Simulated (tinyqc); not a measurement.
Transfer-length model of a contact: effect of the contact length.

A metal contact of length d and width W on a thin layer of the same width. The metal has no resistance, the sheet resistance under it equals Rsh, and current enters the layer at the front edge x = 0.

Transfer length Lt = sqrt(rc/Rsh); front resistance Rc = (Rsh Lt/W) coth(d/Lt); end resistance Re = (Rsh Lt/W)/sinh(d/Lt).

Parameters, values chosen for the exercise:
- Rsh = 25 ohm/sq (sheet resistance of the semiconductor layer)
- rc = 1.2e-6 ohm cm^2 (specific contact resistivity)
- W = 350 um (contact width)

Result of one run:
```
d (um)   d/Lt  Rc W (ohm um)  rc/d (ohm um)    Re/Rc
7.1     3.241          54.94          16.90  0.07815
```

What becomes of these results when the contact length d is changed from 7.1 to 0.24 um, all else the same?

Result of the changed run:
```
d (um)    d/Lt  Rc W (ohm um)  rc/d (ohm um)   Re/Rc
0.24    0.1095          502.0          500.0  0.9940
```

The whole series:
```
d (um)    d/Lt  Rc W (ohm um)  rc/d (ohm um)     Re/Rc
0.24    0.1095          502.0          500.0    0.9940
0.42    0.1917          289.2          285.7    0.9819
0.74    0.3378          168.3          162.2    0.9455
1.3     0.5934          102.9          92.31    0.8465
2.3      1.050          70.07          52.17    0.6236
4.1      1.871          57.43          29.27    0.3007
7.1      3.241          54.94          16.90   0.07815
13       5.934          54.77          9.231  0.005297
```

Rc W falls from 502 to 54.8 ohm um, as d^(-0.99) between the first two rows. It levels off at sqrt(rc Rsh) = 54.8 ohm um and, among the rows, is within 5 % of that from d = 4.1 um on (Lt = 2.19 um): metal beyond two transfer lengths lowers Rc by less than 4 %.

Numbers from tinyqc (`OMP_NUM_THREADS=1 python tinyqc.py 2760117 2760118 out.jsonl`; about 0.01 s on one thread of a shared Intel Xeon 2.30GHz).
